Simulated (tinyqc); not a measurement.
Worked calculation: quantum-confined Stark effect in a modulator well. Values are carried at full precision from step to step, so a last printed digit may differ when a step is redone from the rounded ones.

Constants: hbar^2/2m0 = 3.80998211 eV angstrom^2; e^2/(4 pi eps0) = 14.39964547 eV angstrom; hc = 1239.841984 eV nm.

Parameters, chosen for this exercise (near those of a Ge well in SiGe, direct gap; shifted at random, so the results belong to these values and not to a real crystal):
```
symbol  value   unit      meaning
L       92      angstrom  well width
me      0.0425  m0        electron, well
mh      0.202   m0        heavy hole along z, well
F       62      kV/cm     field
Vc      0.376   eV        conduction offset
Vv      0.107   eV        heavy-hole offset
meb     0.0557  m0        electron, barrier
mhb     0.241   m0        heavy hole, barrier
Eg      0.824   eV        gap of the well
mp      0.07    m0        heavy hole in the plane
eps     15.3              dielectric constant
dE      9       meV       operating point below the zero-field line
G       6       meV       half width of the exciton line
```

## Estimate for hard walls

Second order: each level moves by -C m (e F)^2 L^4/(2c), C = (15/pi^2 - 1)/(24 pi^2), c = hbar^2/2m0, 1 kV/cm = 1e-5 eV/angstrom. It holds while e F L is no more than about twice 3 c pi^2/(m L^2).

Estimate:
```
carrier     shift (meV)  e F L over the level spacing
electron          -0.34                          0.18
heavy hole        -1.60                          0.86
```

The hole, 4.8 times heavier, carries 83 % of the estimated shift; for hard walls second order errs by about 2 % at a ratio of 1 and 13 % at 3.

## Levels and envelopes

Envelopes on cells of 0.5 angstrom over the well |z| < L/2 and 45 angstrom of barrier on each side, psi = 0 beyond, psi'/m continuous (mean mass between points), c = hbar^2/2m0. The electron sees + e F z and the hole - e F z, each with its offset in the barriers; 1 kV/cm = 1e-5 eV/angstrom. Light holes, band mixing and escape by tunnelling are left out.

Ground levels, squared overlap and separation <z>_h - <z>_e without and with the field.

Results:
```
F (kV/cm)  E_e (meV)  E_h (meV)  overlap^2  separation (angstrom)
0              54.34      12.64      0.998                    0.0
62             52.99       7.69      0.823                   19.5
```

The electron level moves by -1.34 meV (4.0 times the hard-wall estimate, since it leaks into the barriers and sees a wider well) and the hole level by -4.95 meV (3.09 times).

## Exciton

Exciton: in-plane function exp(-rho/lam), 1/mu = 1/me + 1/mp, E(lam) = c/(mu lam^2) - (q/eps) times the integral over k of Fm(k)(1 + (k lam/2)^2)^(-3/2), Fm(k) the double integral of psi_e^2 psi_h^2 exp(-k |z - z'|), q = e^2/(4 pi eps0); binding Eb = -E at the minimum. Line at Eg + E_e + E_h - Eb, strength proportional to overlap^2/lam^2.

Minimise over lam without and with the field.

Results:
```
F (kV/cm)  lam (angstrom)  Eb (meV)  line (eV)      nm  overlap^2/lam^2 (1e-4/angstrom^2)
0                   215.2      4.19     0.8868  1398.1                             0.2156
62                  222.1      4.03     0.8807  1407.9                             0.1669
```

The weaker binding gives back 0.16 meV of the red shift, leaving 6.1 meV; the strength falls to 77 %.

## Contrast at the operating point

With a Gaussian line of half width G, the absorption at E_op = line(0) - dE is proportional to strength x exp(-ln2 ((E_op - line)/G)^2); continuum absorption is left out. Give it at both fields, relative to the zero-field peak.

E_op = 0.8778 eV
wavelength = 1412.5 nm

absorption without and with the field: [0.21, 0.66]

The field changes the absorption by +0.45 of the zero-field peak. The zero-field tail still absorbs here, since dE is no more than 2G, which costs insertion loss.

## Checks

- Zero-field levels against the matching condition of the square well, meV: largest difference 1.0e-01.
- Slope d(E_e + E_h)/dF against minus the separation (Hellmann-Feynman), angstrom: both -19.5.

Program tinyqc; command `OMP_NUM_THREADS=1 python tinyqc.py 1250344 1250345 out.jsonl`; about 0.2 s on one thread of a shared Intel(R) Xeon(R) Processor @ 2.30GHz.
